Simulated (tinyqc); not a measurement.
Molecular dynamics of a small cluster by velocity Verlet steps: one step, computed by the program tinyqc. Command: `OMP_NUM_THREADS=1 python tinyqc.py 3026945 3026946 out.jsonl verlet walk`. One thread of a shared host (Intel(R) Xeon(R) Processor @ 2.30GHz), about 0.08 s of CPU time with the checks.

E = sum_i {sum_j A exp(-p (r_ij/r0 - 1)) - xi sqrt(rho_i)}, rho_i = sum_j exp(-2 q (r_ij/r0 - 1)); the force on i is -sum_j w_ij (R_i - R_j)/r_ij with w_ij = -(2p/r0) A exp(-p (r_ij/r0 - 1)) + (xi q/r0) exp(-2 q (r_ij/r0 - 1)) (rho_i^(-1/2) + rho_j^(-1/2)).

Problem. Step 1. Velocity Verlet: a = c F/M with c = 9.648533212e-3 angstrom/fs^2 per eV/(angstrom u); R(new) = R + v dt + a dt^2/2; v(new) = v + (a + a(new)) dt/2. Kinetic energy K = M v^2/(2c); temperature T = 2K/((3N - 3) k_B), rotation of the cluster included. After each step v is scaled by sqrt(1 + (dt/tau)(T0/T - 1)).

Inputs (values chosen for the exercise, for model atoms):
```
quantity,value,unit
length r0,2.9,angstrom
repulsion A,0.12,eV
hopping xi,1.36,eV
decay p,11,-
decay q,3.36,-
atomic mass M,183,u
time step dt,5,fs
target temperature T0,500,K
coupling time tau,500,fs
```

Potential: Gupta. Thermostat: Berendsen.

starting positions (angstrom):
```
,x,y,z
atom 1,-0.06,0.02,0.05
atom 2,2.69,-0.01,-0.06
atom 3,1.36,2.33,0
atom 4,1.32,0.83,2.2
atom 5,1.32,0.79,-2.13
```

starting velocities (angstrom/fs):
```
,x,y,z
atom 1,0.0006,-8e-05,-0.00053
atom 2,-0.00069,-2e-05,7e-05
atom 3,0.00079,-0.0001,-0.00023
atom 4,-0.00025,0.00099,0.00071
atom 5,-0.00045,-0.00079,-2e-05
```

Constants: 1 eV/(angstrom u) = 9.648533212e-03 angstrom/fs^2; k_B = 8.617333262e-05 eV/K.

Give: positions after step 1; new forces; velocities after step 1; total energy.

Solution.

positions after step 1 (angstrom):
```
,x,y,z
atom 1,-0.0568,0.0197,0.0474
atom 2,2.6864,-0.0101,-0.0594
atom 3,1.3639,2.3295,-0.0010
atom 4,1.3188,0.8349,2.2032
atom 5,1.3176,0.7860,-2.1302
```

new forces (eV/angstrom):
```
,x,y,z
atom 1,0.31450,0.11800,0.05567
atom 2,-0.20010,0.01819,0.45052
atom 3,-0.03789,0.02734,0.17600
atom 4,0.08259,-0.11709,-0.50959
atom 5,-0.15910,-0.04644,-0.17260
```

velocities after step 1 (angstrom/fs):
```
,x,y,z
atom 1,7.0482e-04,-4.9701e-05,-5.3300e-04
atom 2,-7.6711e-04,-1.3516e-05,1.9242e-04
atom 3,8.0210e-04,-9.6846e-05,-1.8881e-04
atom 4,-2.3388e-04,9.8560e-04,5.9349e-04
atom 5,-5.0592e-04,-8.2554e-04,-6.4096e-05
```

total energy = -11.582 eV
